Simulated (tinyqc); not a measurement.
## Partial widths from the peak

Question. A Breit-Wigner resonance has total width G = GL + GR and peak transmission Tp = 4 GL GR/G^2. GL is known to be the larger. Find GL, GR and the lifetime hbar/G.

Constants: q = 1.602176634e-19 C, hbar = 1.054571817e-34 J s. Results are converted to the units shown.

G = 3.6768983 meV
Tp = 0.92561793

Answer. GL and GR have the sum G and the product Tp G^2/4, so they are (G/2)(1 +/- sqrt(1 - Tp)).

GL = 2.34 meV
GR = 1.34 meV
lifetime = 179 fs

Computed by the program tinyqc: `OMP_NUM_THREADS=1 python tinyqc.py 2600037 2600038 out.jsonl`, one thread of a shared Intel Xeon 2.30GHz, about 0.07 s for the whole run.
